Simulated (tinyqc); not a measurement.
Standing waves and exposure in a photoresist film: one step. Interface coefficients. Five cases, with inputs chosen for the exercise.

Problem. Form N1, r01, t01 and r12.

Normal incidence from air. Unexposed resist: N1 = n1 + i k1 with k1 = (A + B) lam/(4 pi), lam in micrometres. r01 = (1 - N1)/(1 + N1), t01 = 2/(1 + N1). Below the resist lie the layer Na = na + i ka and the substrate Ns = ns + i ks: r12 = (r1a + ras x)/(1 + r1a ras x), x = exp(4 pi i Na da/lam), r1a = (N1 - Na)/(N1 + Na), ras = (Na - Ns)/(Na + Ns). With p = exp(2 pi i N1 d/lam), the field at depth z is E(z) = t01 [exp(2 pi i N1 z/lam) + r12 p^2 exp(-2 pi i N1 z/lam)]/(1 + r01 r12 p^2), the relative intensity I(z) = n1 |E(z)|^2 and the reflectance R = |(r01 + r12 p^2)/(1 + r01 r12 p^2)|^2.

Give: N1; r01; t01; r12; |r12|^2.

Case 1.

Values chosen (a resist on Si, indices near tabulated ones; the results hold for these values, not for the real material):
- lam = 365 nm (vacuum wavelength)
- n1 = 1.728 (resist index)
- A = 0.81 1/micrometre (bleachable absorption (Dill A))
- B = 0.05 1/micrometre (fixed absorption (Dill B))
- d = 648 nm (resist thickness)
- ns = 6.639 (substrate n)
- ks = 2.676 (substrate k)
- na = 1.772 (n of the bottom antireflection layer)
- ka = 0.27 (its k)
- da = 25 nm (its thickness)

Solution.

N1 = 1.72800+0.02498i
r01 = -0.2669-0.0067i
t01 = 0.7331-0.0067i
r12 = 0.0155-0.5692i
|r12|^2 = 0.3242

Next to the bottom the intensity swings by a factor ((1 + |r12|)/(1 - |r12|))^2 = 13.3 between antinode and node; without the layer |r12|^2 would be 0.4029.

Case 2.

Values chosen (a resist on W, indices near tabulated ones; the results hold for these values, not for the real material):
- lam = 248 nm (vacuum wavelength)
- n1 = 1.769 (resist index)
- A = 0.14 1/micrometre (bleachable absorption (Dill A))
- B = 0.81 1/micrometre (fixed absorption (Dill B))
- d = 464 nm (resist thickness)
- ns = 3.402 (substrate n)
- ks = 2.882 (substrate k)
- na = 1.813 (n of the bottom antireflection layer)
- ka = 0.45 (its k)
- da = 31 nm (its thickness)

Solution.

N1 = 1.76900+0.01875i
r01 = -0.2778-0.0049i
t01 = 0.7222-0.0049i
r12 = 0.2048-0.0814i
|r12|^2 = 0.0486

Next to the bottom the intensity swings by a factor ((1 + |r12|)/(1 - |r12|))^2 = 2.45 between antinode and node; without the layer |r12|^2 would be 0.3091.

Case 3.

Values chosen (a resist on Al, indices near tabulated ones; the results hold for these values, not for the real material):
- lam = 365 nm (vacuum wavelength)
- n1 = 1.72 (resist index)
- A = 0.55 1/micrometre (bleachable absorption (Dill A))
- B = 0.04 1/micrometre (fixed absorption (Dill B))
- d = 699 nm (resist thickness)
- ns = 0.413 (substrate n)
- ks = 4.364 (substrate k)
- na = 1.737 (n of the bottom antireflection layer)
- ka = 0.266 (its k)
- da = 73 nm (its thickness)

Solution.

N1 = 1.72000+0.01714i
r01 = -0.2647-0.0046i
t01 = 0.7353-0.0046i
r12 = -0.1716+0.3187i
|r12|^2 = 0.1311

Next to the bottom the intensity swings by a factor ((1 + |r12|)/(1 - |r12|))^2 = 4.56 between antinode and node; without the layer |r12|^2 would be 0.8677.

Case 4.

Values chosen (a resist on Cu, indices near tabulated ones; the results hold for these values, not for the real material):
- lam = 248 nm (vacuum wavelength)
- n1 = 1.759 (resist index)
- A = 0.15 1/micrometre (bleachable absorption (Dill A))
- B = 1 1/micrometre (fixed absorption (Dill B))
- d = 433 nm (resist thickness)
- ns = 1.449 (substrate n)
- ks = 1.826 (substrate k)
- na = 1.807 (n of the bottom antireflection layer)
- ka = 0.419 (its k)
- da = 24 nm (its thickness)

Solution.

N1 = 1.75900+0.02270i
r01 = -0.2751-0.0060i
t01 = 0.7249-0.0060i
r12 = 0.1865-0.0439i
|r12|^2 = 0.0367

Next to the bottom the intensity swings by a factor ((1 + |r12|)/(1 - |r12|))^2 = 2.17 between antinode and node; without the layer |r12|^2 would be 0.2442.

Case 5.

Values chosen (a resist on W, indices near tabulated ones; the results hold for these values, not for the real material):
- lam = 193 nm (vacuum wavelength)
- n1 = 1.718 (resist index)
- A = 0.08 1/micrometre (bleachable absorption (Dill A))
- B = 0.71 1/micrometre (fixed absorption (Dill B))
- d = 209 nm (resist thickness)
- ns = 1.279 (substrate n)
- ks = 2.977 (substrate k)
- na = 1.804 (n of the bottom antireflection layer)
- ka = 0.338 (its k)
- da = 56 nm (its thickness)

Solution.

N1 = 1.71800+0.01213i
r01 = -0.2642-0.0033i
t01 = 0.7358-0.0033i
r12 = -0.0934-0.2554i
|r12|^2 = 0.0740

Next to the bottom the intensity swings by a factor ((1 + |r12|)/(1 - |r12|))^2 = 3.05 between antinode and node; without the layer |r12|^2 would be 0.5014.

Computed by tinyqc, one run a case: `OMP_NUM_THREADS=1 python tinyqc.py N N+1 out.jsonl` with N = 1650051, 1650272, 1650466, 1650476, 1650716; one thread of a shared Intel(R) Xeon(R) Processor @ 2.30GHz, about 0.01 s a run at most.
